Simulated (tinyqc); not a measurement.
Inside a calculation. Model: valence-band offset from core levels (Kraut method), with the dipole against the affinity rule.

Numbers from tinyqc (`OMP_NUM_THREADS=1 python tinyqc.py 2410004 2410005 out.jsonl`; about 0.01 s on one thread of a shared Intel Xeon 2.30GHz). Printed values are rounded.

Binding energies are counted downwards from the Fermi level. dEv > 0 means that the valence edge of B lies below that of A, dEc > 0 that the conduction edge of B lies above that of A; dEc + dEv = EgB - EgA. The spectra are made-up values treated as data.

Inputs (values chosen for the exercise); gaps and affinities close to those of silicon (A) and silicon nitride (B):
- EgA = 1.12 eV (gap of the substrate A)
- EgB = 5.24 eV (gap of the overlayer B)
- chiA = 4.01 eV (electron affinity of A)
- chiB = 2.13 eV (electron affinity of B)
- cA = 79.41 eV (core level of bare A)
- cB = 74.42 eV (core level of thick B)
- vB = 3.79 eV (valence-band maximum of thick B)
- ei = 4.4 (relative permittivity inside the dipole layer)
- dd = 0.17 nm (thickness of the dipole layer)
- iA = 79.65 eV (core level of A under a thin film of B)
- iB = 73.61 eV (core level of B in that thin film)
- bg = 25 (background counts in the gap)

Constants: q = 1.602176634e-19 C, eps0 = 8.8541878128e-14 F/cm where lengths are in cm. Results are converted to the units shown.

## Valence-band maximum of bare A

```
point,binding energy (eV),counts on the leading edge
0,1.05,528
1,1.17,755
2,1.29,1014
3,1.41,1233
4,1.53,1487
5,1.65,1740
```

Fit a straight line to the leading edge by least squares; the maximum vA lies where it meets the background.

slope = 2017.857 counts/eV
intercept = -1597.940 counts
vA = 0.8042891 eV

## Offsets

dEv = (iB - iA) - (cB - vB) + (cA - vA), dEc = EgB - EgA - dEv.

cA - vA = 78.60571 eV
cB - vB = 70.63 eV
iB - iA = -6.04 eV
dEv = 1.935711 eV
dEc = 2.184289 eV

The alignment is type I (straddling). Both offsets exceed 1 eV, the usual requirement for a gate dielectric. A rigid shift of all levels, by charging or doping, cancels in the differences.

## Interface dipole

The affinity rule gives dEc(0) = chiA - chiB; the dipole step is D = dEc - dEc(0), and two sheets of opposite charge dd apart hold N = eps0 ei |D|/(q dd).

dEc(0) = 1.88 eV
D = 0.3042891 eV
N = 4.352397e13 cm^-2
field in the dipole layer = 17.89936 MV/cm

N is 0.062 elementary charges for each of about 7e14 surface atoms per cm^2.
